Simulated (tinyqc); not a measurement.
X-ray photoelectron analysis of a thin oxide on a semiconductor: attenuation lengths, thickness, angle series and band offsets: one step, computed by the program tinyqc. Command: `OMP_NUM_THREADS=1 python tinyqc.py 3114292 3114293 out.jsonl xps walk`. One thread of a shared host (Intel(R) Xeon(R) Processor @ 2.30GHz), about 0.01 s of CPU time with the checks.

The same element is seen in the oxide and in the substrate, at nearly the same kinetic energy; films are flat and uniform, and the work function is ignored.

Problem. Peak ratio. R_0 = (rho_o/M_o) L_o/((rho_s/M_s) L_s); peak ratio R = I_ox/I_sub = R_0 [exp(d/(L_o cos theta)) - 1]; hence d = L_o cos theta ln(1 + R/R_0). A carbon layer weakens both peaks alike, by exp(-d_C/(L_o cos theta)) if its L is taken equal to L_o. This R_0 leaves out intrinsic losses from the substrate peak, so calibrated values can be larger.

Inputs (values chosen for the exercise, modelled on SiO2 on silicon):

| quantity | value | unit |
|---|---|---|
| oxide density | 2.21 | g/cm^3 |
| oxide formula mass | 60.08 | g/mol |
| substrate density | 2.33 | g/cm^3 |
| substrate formula mass | 28.09 | g/mol |
| oxide thickness d | 1 | nm |
| emission angle from the normal | 55 | degrees |
| carbon overlayer | 0.19 | nm |

L in the oxide = 1.822045 nm

L in the substrate = 1.439928 nm

Give: R_0; d/(L_o cos theta); ratio R; oxide share of the counts; attenuation by carbon; depth 3 L_o cos theta.

Solution.

R_0 = 0.5611

d/(L_o cos theta) = 0.9569

ratio R = 0.8998

oxide share of the counts = 0.4736

attenuation by carbon = 0.8338

depth 3 L_o cos theta = 3.135 nm
